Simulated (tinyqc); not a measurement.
The 3-omega method: a line heater on a substrate with a thin film: one step, computed by the program tinyqc.

A current at angular frequency omega = 2 pi f heats the line at 2 omega with the amplitude P per length; the temperature swing Delta T at 2 omega gives a voltage at 3 omega. The substrate is taken as semi-infinite and isotropic, and the heat capacity of heater and film is left out.

Question. Temperature swing of the bare substrate. Delta T_s = (P/(pi kappa)) int_0^infinity (sin x/x)^2 / sqrt(x^2 + (q b)^2) dx with (q b)^2 = i |q b|^2, averaged over the heater width (12 Gauss-Legendre points on each of the pieces 0, 14 log-spaced edges from 1e-5 to 1, and multiples of pi to 40 pi; the tail adds 1/(4 (40 pi)^2)). For |q| b much below 1: Delta T_s = (P/(pi kappa)) [-ln(|q| b) + eta - i pi/4], eta = 3/2 - C_E = 0.92278, with Euler's C_E = 0.5772157.

Inputs (values chosen for the exercise, modelled on amorphous silicon on silicon):

| quantity | value | unit |
|---|---|---|
| substrate conductivity kappa | 141 | W/(m K) |
| substrate heat capacity C | 1.67 | 1e6 J/(m^3 K) |
| heater half-width b | 3.9 | micrometre |
| power amplitude per length P | 40 | W/m |
| current frequency f | 200 | Hz |

|q| b = 0.02127812

Give: in-phase Delta T_s; out-of-phase Delta T_s; in-phase, narrow-line form; out-of-phase, narrow-line form.

Answer.

in-phase Delta T_s = 0.4310 K

out-of-phase Delta T_s = -0.07089 K

in-phase, narrow-line form = 0.4310 K

out-of-phase, narrow-line form = -0.07092 K

The narrow-line form misses the in-phase part by 0.00 % and the out-of-phase part by 0.0 % at |q| b = 0.021. Caution: the penetration depth exceeds a fifth of the substrate thickness, so the back face is felt and the semi-infinite formula fails.
